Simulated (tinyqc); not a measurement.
On-chip power grid, static voltage drop by conjugate gradients: two steps of the calculation.

A grid of 4 rows and 3 columns, node k = 3 row + column. Neighbours in a row are joined by Rx, in a column by Ry; pad nodes, which reach the supply through Rp: 0. Each node draws I0, node 8 draws kh I0. The drops u = Vdd - V solve G u = i, with G the conductance matrix (1/Rp added on the diagonal at pad nodes).

Inputs (values chosen for the exercise): resistance of a horizontal segment Rx = 0.45 ohm; resistance of a vertical segment Ry = 0.28 ohm; resistance from a pad node to the supply Rp = 0.064 ohm; load current of an ordinary node I0 = 1.1 mA; factor on the load at the hot node kh = 1.

Task 1. Diagonal of G, loads and first direction. G_kk = sum of the conductances at node k. Start u = 0, so the residual is r = i; p = r.

Wanted: G_kk; r at the start; p at the start.

Result 1.

G_kk (S):
```
,col 0,col 1,col 2
row 0,21.42,8.016,5.794
row 1,9.365,11.59,9.365
row 2,9.365,11.59,9.365
row 3,5.794,8.016,5.794
```

r at the start (mA):
```
,col 0,col 1,col 2
row 0,1.100,1.100,1.100
row 1,1.100,1.100,1.100
row 2,1.100,1.100,1.100
row 3,1.100,1.100,1.100
```

p at the start (mA):
```
,col 0,col 1,col 2
row 0,1.100,1.100,1.100
row 1,1.100,1.100,1.100
row 2,1.100,1.100,1.100
row 3,1.100,1.100,1.100
```

Task 2. Conjugate-gradient step. q = G p; a = (r.r)/(p.q); u(new) = u + a p; r(new) = r - a q; b = (r.r)(new)/(r.r); p(new) = r(new) + b p.

u at the start (mV):
```
,col 0,col 1,col 2
row 0,0,0,0
row 1,0,0,0
row 2,0,0,0
row 3,0,0,0
```

r at the start (mA):
```
,col 0,col 1,col 2
row 0,1.1,1.1,1.1
row 1,1.1,1.1,1.1
row 2,1.1,1.1,1.1
row 3,1.1,1.1,1.1
```

p at the start (mA):
```
,col 0,col 1,col 2
row 0,1.1,1.1,1.1
row 1,1.1,1.1,1.1
row 2,1.1,1.1,1.1
row 3,1.1,1.1,1.1
```

Find: q; a; u after iteration 1; r after iteration 1; b; p after iteration 1.

Result 2.

q (mA S):
```
,col 0,col 1,col 2
row 0,17.188,0.000,0.000
row 1,0.000,0.000,0.000
row 2,0.000,0.000,0.000
row 3,0.000,0.000,0.000
```

a = 0.76800 ohm

u after iteration 1 (mV):
```
,col 0,col 1,col 2
row 0,0.84480,0.84480,0.84480
row 1,0.84480,0.84480,0.84480
row 2,0.84480,0.84480,0.84480
row 3,0.84480,0.84480,0.84480
```

r after iteration 1 (mA):
```
,col 0,col 1,col 2
row 0,-12.100,1.100,1.100
row 1,1.100,1.100,1.100
row 2,1.100,1.100,1.100
row 3,1.100,1.100,1.100
```

b = 11.000

p after iteration 1 (mA):
```
,col 0,col 1,col 2
row 0,0.000,13.200,13.200
row 1,13.200,13.200,13.200
row 2,13.200,13.200,13.200
row 3,13.200,13.200,13.200
```

Program tinyqc, `OMP_NUM_THREADS=1 python tinyqc.py 2770184 2770185 out.jsonl`; Intel Xeon 2.30GHz, shared host, one thread, about 0.07 s.
